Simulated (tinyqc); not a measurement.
From results to parameters: minimal-basis H2. Computed by the program tinyqc with PySCF.

Problem. For two electrons in the two orbitals of minimal-basis H2, the CIS energies are e2 - e1 - J12 + 2 K12 and e2 - e1 - J12, and E_corr = D - sqrt(D^2 + K12^2) with 2D the energy of the double excitation. Find J12, K12, D, the MP2 energy and the weight of the double excitation.

orbital gap e2 - e1 = 0.29164273 hartree
CIS singlet and triplet energies (hartree): 0.344896  -0.208174
FCI correlation energy = -0.21564635 hartree

Solution. Half the singlet-triplet splitting is K12, the gap less the triplet energy is J12, D = (E_corr^2 - K12^2)/(2 E_corr), MP2 is -K12^2/(2 gap), and the weight is c^2/(1 + c^2) with c = E_corr/K12.

J12, K12, D (hartree): 0.500  0.277  0.069
MP2 correlation energy = -0.13110 hartree
weight of the double excitation = 0.3782
